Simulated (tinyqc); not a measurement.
# From one set of inputs to another, one input at a time

Model: stress in a transistor channel from embedded alloy regions, liners and fins, by half-space elasticity. Computed by tinyqc, a small Python program. Command: `OMP_NUM_THREADS=1 python tinyqc.py 3027826 3027827 out.jsonl stressor ladder`. One thread of a shared host (Intel(R) Xeon(R) Processor @ 2.30GHz), about 0.04 s of CPU time with the checks.

Plane strain in an isotropic half-space, the same constants everywhere; x along the channel from its centre, y downwards from the free surface; stress is positive in tension.

The inputs printed are set A. Inputs not listed in the table keep their values of set A, so the rows need not describe a real material.

Inputs (values chosen for the exercise, modelled on silicon):
```
quantity,value,unit
alloy fraction x,0.53,-
"lattice change per unit x, beta",0.0424,-
Young's modulus E,167,GPa
Poisson ratio nu,0.22,-
channel length L,106,nm
length of each stressor S,155,nm
recess depth d,20,nm
depth of the field point y,5.4,nm
liner stress,-2.8,GPa
liner thickness t,15,nm
```

Stressor: Si(1-x)Ge(x) source and drain.

Method:
- Misfit e = beta x. A fully constrained inclusion holds the stress -p with p = E e/(1 - 2 nu); a blanket film would hold -E e/(1 - nu) in the plane.
- A line element dA of misfit at (a, c) in the half-space gives, with C = E e/(2 pi (1 - nu)), X = x - a, r1^2 = X^2 + (y - c)^2, r2^2 = X^2 + Y^2, Y = y + c: s_xx = -C dA {[X^2 - (y - c)^2]/r1^4 + 3 [X^2 - Y^2]/r2^4 + 4 y Y (Y^2 - 3 X^2)/r2^6}, s_yy = C dA {[X^2 - (y - c)^2]/r1^4 - [X^2 - Y^2]/r2^4 + 4 y Y (Y^2 - 3 X^2)/r2^6}. These are integrated over two rectangles, L/2 < |a| < L/2 + S, 0 < c < d (closed form in a, 200 Gauss-Legendre points in c).
- At x = y = 0 the integral is s_xx = -(4/pi) [E e/(1 - nu)] [arctan(2 d/L) - arctan(d/(L/2 + S))].
- The liner over source and drain ends at the gate, x = -/+ L/2, and pulls there with the force per width F = (liner stress) t along the surface. A tangential line force gives s_xx = (2 F/pi) X^3/(X^2 + y^2)^2 at the distance X; two of them add at the centre, X = L/2. For L > 3.5 y the concentrated force is an upper bound.

Each row keeps all changes above it:
```
input moved,from,to,s_yy (MPa),s_xx at the surface (MPa),s_xx from the liner (MPa)
set A,-,-,-16.45,-1623,-988.4
length of each stressor S (nm),155,85,-15.55,-1329,-988.4
recess depth d (nm),20,75,-4.55,-2804,-988.4
Young's modulus E (GPa),167,161,-4.39,-2704,-988.4
depth of the field point y (nm),5.4,5.5,-4.51,-2704,-987.6
channel length L (nm),106,116,-4.91,-2537,-905.6
Poisson ratio nu,0.22,0.2,-4.79,-2473,-905.6
```

s_yy goes from -16.5 to -4.79, +11.7 in all. The largest single move comes from recess depth d (+11). s_xx at the surface goes from -1620 to -2470, -850 in all. The largest single move comes from recess depth d (-1.48e+03), and length of each stressor S works against it (+294). s_xx from the liner goes from -988 to -906, +82.7 in all. The largest single move comes from channel length L (+82). The single moves hold for this order of the switches; the total does not depend on the order.

Caution (all rows): at such misfit the regions may relax by dislocations, and linear elasticity is rough.

Extremes, crossings and ranges named in words are read from the listed rows.
